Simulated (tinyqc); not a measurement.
From results back to parameters: four-band model of biased bilayer graphene near K. Four cases, with inputs chosen for the exercise.

Problem. With g1 the hopping between the dimer sites, v0 the velocity of one layer (hbar v) and no skew hoppings, the direct gap at K is U and the smallest gap is U g1/sqrt(U^2 + g1^2), on a ring of radius (U/2 v0) sqrt((2 g1^2 + U^2)/(g1^2 + U^2)). The values below come from hidden g1 and v0.

Find: g1; v0.

Method. 1/gap^2 = 1/U^2 + 1/g1^2 gives g1; the radius then gives v0.

Case 1.

Values chosen (out of a larger set: near those used for Bernal bilayer graphene; not measured data): U = 0.27 eV (potential difference of the layers).

smallest gap = 0.2249932 eV
radius = 0.0292501 1/angstrom

Solution.

g1 = 0.407 eV
v0 = 6.008 eV angstrom

Case 2.

Values chosen (out of a larger set: near those used for Bernal bilayer graphene; not measured data): U = 0.12 eV (potential difference of the layers).

smallest gap = 0.1131588 eV
radius = 0.0133946 1/angstrom

Solution.

g1 = 0.340 eV
v0 = 6.157 eV angstrom

Case 3.

Values chosen (out of a larger set: near those used for Bernal bilayer graphene; not measured data): U = 0.24 eV (potential difference of the layers).

smallest gap = 0.1988262 eV
radius = 0.0259380 1/angstrom

Solution.

g1 = 0.355 eV
v0 = 6.008 eV angstrom

Case 4.

Values chosen (out of a larger set: near those used for Bernal bilayer graphene; not measured data): U = 0.31 eV (potential difference of the layers).

smallest gap = 0.2317702 eV
radius = 0.0294941 1/angstrom

Solution.

g1 = 0.349 eV
v0 = 6.562 eV angstrom

Computed by tinyqc, one run a case: `OMP_NUM_THREADS=1 python tinyqc.py N N+1 out.jsonl` with N = 1480996, 1481093, 1481283, 1481315; one thread of a shared Intel(R) Xeon(R) Processor @ 2.30GHz, about 0.08 s a run at most.
